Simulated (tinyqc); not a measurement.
RHF in the sto-3g basis, for H2, spin multiplicity 1, step by step. Computed by tinyqc, a small Python program that keeps every step (integrals from PySCF). Settings: charge = 0, multiplicity = 1, basis = sto-3g, energy threshold = 1e-08, iteration cap = 56, orthogonalisation = symmetric, start = random, DIIS depth = 4, DIIS from iteration = 2, method = RHF. Command: `OMP_NUM_THREADS=1 python tinyqc.py 23602 23603 out.jsonl` (the two numbers bound the seeds that draw the settings). One thread of a shared host (Intel(R) Xeon(R) Processor @ 2.60GHz), about 0.03 s of CPU time with the checks. Later iterations appear only in the table of the cycle.

## One-electron integrals

Geometry (angstrom):

| atom | x | y | z |
|---|---|---|---|
| H | 0.000000 | 0.000000 | 0.000000 |
| H | 0.000000 | 0.000000 | 0.648000 |

Basis sto-3g: exponents (1/bohr^2) and contraction coefficients of normalised primitives:

| element | l (shell) | exponent | coefficient |
|---|---|---|---|
| H | s (1) | 3.425251 | 0.154329 |
| H | s (1) | 0.623914 | 0.535328 |
| H | s (1) | 0.168855 | 0.444635 |

Overlap, kinetic and nuclear-attraction integrals over the contracted functions; the nuclear repulsion is the sum of Za Zb / Rab.

nuclear repulsion = 0.81663150 hartree

overlap S:
```
          1H 1s     2H 1s
1H 1s  1.000000  0.720167
2H 1s  0.720167  1.000000
```

kinetic energy T (hartree):
```
          1H 1s     2H 1s
1H 1s  0.760032  0.295625
2H 1s  0.295625  0.760032
```

nuclear attraction V (hartree):
```
           1H 1s      2H 1s
1H 1s  -1.944566  -1.365883
2H 1s  -1.365883  -1.944566
```

core Hamiltonian H = T + V (hartree):
```
           1H 1s      2H 1s
1H 1s  -1.184534  -1.070257
2H 1s  -1.070257  -1.184534
```

## Two-electron integrals

Functions are numbered as in S; the eight-fold symmetry (ij|kl) = (ji|kl) = (kl|ij) leaves the list below.

Two-electron integrals (ij|kl) in chemists' order, unique and non-zero (hartree):
```
(11|11) 0.774606   (21|11) 0.498114   (21|21) 0.362438   (22|11) 0.604962
(22|21) 0.498114   (22|22) 0.774606
```

## Orthogonalisation

S = U s U^T; symmetric (Loewdin) form X = U s^(-1/2) U^T, so that X^T S X = 1.

eigenvalues of S: 0.279833  1.720167

X:
```
           1H 1s      2H 1s
1H 1s   1.326421  -0.563965
2H 1s  -0.563965   1.326421
```

## Starting guess

The start is random orthonormal orbitals; D = 2 C_occ C_occ^T.

D at the start:
```
           1H 1s      2H 1s
1H 1s   4.107912  -3.263193
2H 1s  -3.263193   2.592175
```

## Iteration 1: building the Fock matrix

J_ij = sum D_kl (ij|kl), K_ij = sum D_kl (ik|jl); F = H + J - 0.5 K; E = tr D H + tr D J / 2 - 0.25 tr D K + E_nn.

Coulomb J (hartree):
```
          1H 1s     2H 1s
1H 1s  1.499297  0.971999
2H 1s  0.971999  1.242162
```

exchange K (hartree):
```
          1H 1s     2H 1s
1H 1s  0.870631  0.180595
2H 1s  0.180595  0.245892
```

Fock matrix F (hartree):
```
           1H 1s      2H 1s
1H 1s  -0.120553  -0.188556
2H 1s  -0.188556  -0.065318
```

total energy of this density = 0.62387136 hartree

## Iteration 1: diagonalisation and new density

Diagonalise F' = X^T F X, C = X C', fill 1 alpha and 1 beta electrons from the bottom; D = 2 C_occ C_occ^T. Each column has its largest component positive (the first on a tie).

F' = X^T F X (hartree):
```
           1          2
1   0.049226  -0.252673
2  -0.252673   0.128837
```

orbital energies (hartree): MO1 -0.166758, MO2 0.344820

coefficients C:
```
            MO1        MO2
1H 1s  0.641819  -1.290549
2H 1s  0.433167   1.374706
```

D after iteration 1:
```
          1H 1s     2H 1s
1H 1s  0.823864  0.556030
2H 1s  0.556030  0.375268
```

## Iteration 2: building the Fock matrix

As before.

Coulomb J (hartree):
```
          1H 1s     2H 1s
1H 1s  1.419125  1.000356
2H 1s  1.000356  1.343023
```

exchange K (hartree):
```
          1H 1s     2H 1s
1H 1s  1.328113  1.135207
2H 1s  1.135207  1.143216
```

Fock matrix F (hartree):
```
           1H 1s      2H 1s
1H 1s  -0.429466  -0.637505
2H 1s  -0.637505  -0.413119
```

total energy of this density = -1.09756734 hartree

## Iteration 2: diagonalisation and new density

As before.

F' = X^T F X (hartree):
```
           1          2
1   0.066783  -0.694083
2  -0.694083   0.090344
```

orbital energies (hartree): MO1 -0.615620, MO2 0.772747

coefficients C:
```
            MO1        MO2
1H 1s  0.550461  -1.332082
2H 1s  0.527775   1.341232
```

D after iteration 2:
```
          1H 1s     2H 1s
1H 1s  0.606015  0.581040
2H 1s  0.581040  0.557094
```

## Iteration 3: building the Fock matrix

As before.

Coulomb J (hartree):
```
          1H 1s     2H 1s
1H 1s  1.385291  1.000542
2H 1s  1.000542  1.376992
```

exchange K (hartree):
```
          1H 1s     2H 1s
1H 1s  1.250183  1.141458
2H 1s  1.141458  1.230019
```

Fock matrix F (hartree):
```
           1H 1s      2H 1s
1H 1s  -0.424334  -0.640445
2H 1s  -0.640445  -0.422551
```

total energy of this density = -1.11250238 hartree

## Iteration 3: DIIS over 2 matrices

error matrix X^T (FDS - SDF) X:
```
           1         2
1   0.000000  0.021087
2  -0.021087  0.000000
```

B (overlaps of the stored error matrices):
```
               1              2
1  7.4304758e-02  8.1290914e-03
2  8.1290914e-03  8.8933910e-04
```

Minimise |sum c_i e_i|^2 with sum c_i = 1: solve [B -1; -1 0][c; lambda] = [0; -1] with B_ij = tr e_i^T e_j, and take F = sum c_i F_i.

DIIS coefficients: -0.122841  1.122841

extrapolated F (hartree):
```
           1H 1s      2H 1s
1H 1s  -0.423704  -0.640806
2H 1s  -0.640806  -0.423710
```

## Iteration 3: diagonalisation and new density

As before.

F' = X^T F X (hartree):
```
           1          2
1   0.078491  -0.697329
2  -0.697329   0.078482
```

orbital energies (hartree): MO1 -0.618843, MO2 0.775815

coefficients C:
```
            MO1        MO2
1H 1s  0.539133   1.336707
2H 1s  0.539142  -1.336703
```

D after iteration 3:
```
          1H 1s     2H 1s
1H 1s  0.581329  0.581339
2H 1s  0.581339  0.581348
```

## Iteration 5 (converged): orbitals

converged F (hartree):
```
           1H 1s      2H 1s
1H 1s  -0.423468  -0.640480
2H 1s  -0.640480  -0.423469
```

As before.

F' = X^T F X (hartree):
```
           1          2
1   0.078494  -0.697009
2  -0.697009   0.078494
```

orbital energies (hartree): MO1 -0.618515, MO2 0.775503

coefficients C:
```
            MO1        MO2
1H 1s  0.539137   1.336705
2H 1s  0.539138  -1.336705
```

D after iteration 5:
```
          1H 1s     2H 1s
1H 1s  0.581338  0.581339
2H 1s  0.581339  0.581339
```

## Convergence

Stop when the energy changes by less than 1e-08 hartree and every element of the error matrix X^T (F D S - S D F) X is below 3e-05.

Course of the cycle:

| iteration | E (hartree) | change | largest element of the error matrix |
|---|---|---|---|
| 1 | 0.62387136 | - | 3.33e-01 |
| 2 | -1.09756734 | -1.72e+00 | 1.93e-01 |
| 3 | -1.11250238 | -1.49e-02 | 2.11e-02 |
| 4 | -1.11268133 | -1.79e-04 | 8.22e-06 |
| 5 | -1.11268133 | -2.19e-11 | 3.61e-06 |

PySCF RHF in the same basis = -1.11268133 hartree

Converged in 5 iterations.

## Populations, bond orders and dipole

Mulliken: Z minus the diagonal of D S on the atom; Loewdin: the same with S^(1/2) D S^(1/2); Mayer order: 2 sum_s sum (D(s) S)_ij (D(s) S)_ji over the two atoms.

Charges (e):

| atom | Mulliken | Loewdin |
|---|---|---|
| 1H | 4.55e-07 | 3.15e-07 |
| 2H | -4.55e-07 | -3.15e-07 |

Mayer bond orders:

| pair | order |
|---|---|
| 2-1 | 1.000000 |

dipole moment about the origin, x y z (debye): 0.000000  0.000000  -0.000001
